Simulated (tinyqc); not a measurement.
The 3-omega method: a line heater on a substrate with a thin film: one step, computed by the program tinyqc.

A current at angular frequency omega = 2 pi f heats the line at 2 omega with the amplitude P per length; the temperature swing Delta T at 2 omega gives a voltage at 3 omega. The substrate is taken as semi-infinite and isotropic, and the heat capacity of heater and film is left out.

Task: The film adds a constant step. One-dimensional flow across the film: Delta T_f = P (t/kappa_f + R_i)/(2 b); total in-phase swing Delta T = Delta T_s + Delta T_f; third-harmonic amplitude V_3 = V_1 beta |Delta T|/2 with the out-of-phase part included; the apparent film conductivity is t/(t/kappa_f + R_i).

Inputs (values chosen for the exercise, modelled on a silicon-germanium alloy on gallium nitride):
```
quantity                                    value        unit
heater half-width b                            23  micrometre
power amplitude per length P                    9         W/m
film thickness t                              170          nm
film conductivity kappa_f                     4.4     W/(m K)
interface resistance R_i                       31    m^2 K/GW
temperature coefficient of resistance beta    3.7      1e-3/K
voltage amplitude V_1                         1.1           V
```

in-phase Delta T_s = 0.02676254 K

out-of-phase Delta T_s = -0.01064895 K

Give: Delta T_f; total in-phase swing; V_3; apparent film conductivity; film share of the in-phase swing.

Result:

Delta T_f = 0.01362 K

total in-phase swing = 0.04039 K

V_3 = 0.08500 mV

apparent film conductivity = 2.441 W/(m K)

film share of the in-phase swing = 0.3373

The interface lowers the apparent conductivity by 45 %. The film gives a large part of the signal.
